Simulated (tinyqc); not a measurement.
Scaling with the misfit: strain-driven roughening and islands of a mismatched epitaxial film. Computed by tinyqc, a small Python program. Command: `OMP_NUM_THREADS=1 python tinyqc.py 3007773 3007774 out.jsonl island walk`. One thread of a shared host (Intel(R) Xeon(R) Processor @ 2.30GHz), about 0.01 s of CPU time with the checks.

Film and substrate share isotropic elastic constants; the film is coherent and biaxially strained.

Inputs (values chosen for the exercise, modelled on InAs on InP): misfit |f| = 0.0317; shear modulus G = 30.5 GPa; Poisson ratio nu = 0.3; surface energy gamma = 0.691 J/m^2; contact angle of the shallow shape theta_1 = 11.8 degrees; contact angle of the steep shape theta_2 = 27.6 degrees; facet energy of shape 1 over gamma = 0.9957; facet energy of shape 2 over gamma = 1.043; surface mobility D_s nu_s Omega^2/(k_B T) = 4.5e-34 m^6/(J s).

Transport: surface diffusion.

Constants: e = 1.602176634e-19 C.

Method:
- M = 2 G (1 + nu)/(1 - nu); stress = M f; energy density w = M f^2.
- A ripple A cos(k x) has the surface chemical potential per volume [gamma k^2 - 2 (1 + nu) w k] A cos(k x), so k_c = 2 (1 + nu) w/gamma. With surface diffusion the amplitude grows at the rate q = B k^2 [2 (1 + nu) w k - gamma k^2], fastest at k_m = (3/4) k_c. B is the surface mobility.
- Shallow faceted island (Tersoff form): E = 4 Gam V^(2/3) tan^(1/3)(theta) - 6 c V tan(theta), Gam = gamma [x/sin(theta) - 1/tan(theta)], x the facet energy over gamma, c = stress^2 (1 - nu)/(2 pi G).
- The barrier is the maximum of E, at V_c = [4 Gam/(9 c)]^3 / tan^2(theta) (1 GPa nm = 1 J/m^2).
- V_c = [4 Gam/(9 c)]^3/tan^2(theta), barrier = (4/3) Gam V_c^(2/3) tan^(1/3)(theta); the growth time is 1/q at k_m.

fastest wavelength = 19.5582 nm

growth time 1/q at k_m = 0.905795 s

critical volume, shape 1 = 3.54081 nm^3

barrier, shape 1 = 0.652472 eV

Misfit scaled at fixed constants:
```
|f| (%)  fastest wavelength (nm)  growth time (s)  V_c of shape 1 (nm^3)  barrier of shape 1 (eV)
0.7925                    312.93       5.9362e+04             1.4503e+04               1.6703e+02
1.1095                    159.66       4.0224e+03             1.9262e+03               4.3480e+01
1.5850                     78.23       2.3188e+02             2.2661e+02               1.0440e+01
2.2190                     39.91       1.5713e+01             3.0096e+01               2.7175e+00
3.1700                     19.56       9.0579e-01             3.5408e+00               6.5247e-01
4.4380                      9.98       6.1377e-02             4.7026e-01               1.6984e-01
```

Halving the misfit stretches the wavelength 4 times, the barrier 16 times, the volume 64 times and the time 256 times: f^(-2), f^(-4), f^(-6), f^(-8). Over these rows the time spans 6.0 decades: strongly mismatched films tend to roughen first, while dilute alloys have time to stay flat. Rows with wavelengths under 10 nm or volumes under 5 nm^3 are beyond the continuum picture. Caution: a critical island of a few cubic nanometres holds a few hundred atoms at most, and edge energies, left out here, matter.

Extremes, crossings and ranges named in words are read from the listed rows.
